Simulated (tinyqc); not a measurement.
Worked calculation: Kronig-Penney superlattice by transfer matrices. Values are carried at full precision from step to step, so a last printed digit may differ when a step is redone from the rounded ones.

Wells (width a, potential 0, mass mw) alternate with barriers (width b, height V0, mass mb); period d = a + b; c = hbar^2/2m0. The vector (psi, psi'/m) is continuous, and a layer of thickness t carries it by M = [[cos kt, (m/k) sin kt], [-(k/m) sin kt, cos kt]] with k = sqrt(m (E - V)/c); for E < V, k = i kappa gives [[cosh, (m/kappa) sinh], [(kappa/m) sinh, cosh]] of kappa t. A Bloch state obeys cos(q d) = tr(Mb Mw)/2.

Constants: hbar^2/2m0 = 3.80998211 eV angstrom^2; hbar = 6.58211957e-16 eV s.

Values chosen for the exercise (near those of the light valleys of a Si film between layers of SiO2; the results hold for these values, not for the real material):
- a = 12 angstrom (well width)
- b = 6 angstrom (barrier width)
- V0 = 3.049 eV (barrier height)
- mw = 0.188 m0 (mass in the wells)
- mb = 0.501 m0 (mass in the barriers)
- E = 0.8663 eV (trial energy)
- F = 10 kV/cm (field along the axis)

## Layer matrices at one energy

Form the matrix of the well and of the barrier at E.

k in the well = 0.20675 1/angstrom
kappa in the barrier = 0.53574 1/angstrom

Mw (angstrom units):
```
          1         2
1  -0.78965   0.55791
2  -0.67476  -0.78965
```

Mb (angstrom units):
```
        1       2
1  12.465  11.619
2  13.286  12.465
```

## The matrix of one period

Multiply M = Mb Mw and take half the trace. If its size is at most 1, E lies in a miniband and q d = arccos(tr M/2); otherwise the state decays by exp(-arccosh|tr M/2|) a period.

M:
```
         1        2
1  -17.683  -2.2207
2  -18.902  -2.4304
```

tr M/2 = -10.0566
q d in a band, or the decay exponent in a gap = 2.999

E lies in a gap; det M = 1.0000, as for any such product.

## Miniband edges

The edges are the energies where tr M/2 = +1 (q = 0) or -1 (q = pi/d); the first three minibands.

Minibands:
```
band  bottom (eV)  top (eV)  width (meV)
1          0.4824    0.5216         39.1
2          2.0377    2.2888        251.1
3          3.9860    5.2327       1246.7
```

2 minibands of these lie wholly below V0. The first gap is 1516.2 meV wide; the single well of width a has E1 = 0.5016 eV, inside the first miniband.

## Dispersion along the axis

Solve tr M/2 = cos(q d) inside each miniband at q d/pi = 0, 1/6, ..., 1. The cosine form is E_bottom + (W/2)(1 - cos q d) with the true width W.

Energies (eV):
```
q d/pi  band 1  cosine form  band 2
0.000   0.4824       0.4824  2.2888
0.167   0.4849       0.4850  2.2688
0.333   0.4918       0.4922  2.2171
0.500   0.5014       0.5020  2.1524
0.667   0.5113       0.5118  2.0931
0.833   0.5188       0.5189  2.0522
1.000   0.5216       0.5216  2.0377
```

The cosine form, which holds for hopping between neighbouring wells alone, misses band 1 by at most 0.6 meV, 2 % of its width.

## Mass along the axis

With f(E) = tr M/2, 1 - (q d)^2/2 = 1 + f'(E_bottom)(E - E_bottom) gives m_z = -2 c f'/d^2 (f' by a central difference of 1e-6 eV at the bottom of band 1). The cosine form gives 4 c/(W d^2), W the width of band 1 between tr M/2 = +1 and -1.

f' = -54.33 1/eV
m_z = 1.278 m0
m_z of the cosine form = 1.202 m0
W = 39.14 meV

The mass along the axis is 6.80 times mw.

## In a field along the axis

One-band picture: ladder spacing e F d, Bloch frequency e F d/(2 pi hbar), and extent W/(e F) of a Stark state, with W the width of band 1; 1 kV/cm = 1e-5 V/angstrom.

e F d = 1.800 meV
Bloch frequency = 0.435 THz
W/(e F d) = 21.75 periods

The state spreads over about 22 periods.

## Checks

- Bottom of band 1 from 121 plane waves (the mass step taken by inverting the matrix of m) against the transfer matrix, eV: both 0.4824.

(tinyqc, `OMP_NUM_THREADS=1 python tinyqc.py 1282306 1282307 out.jsonl`, Intel(R) Xeon(R) Processor @ 2.30GHz, 1 thread, shared host, about 0.04 s.)
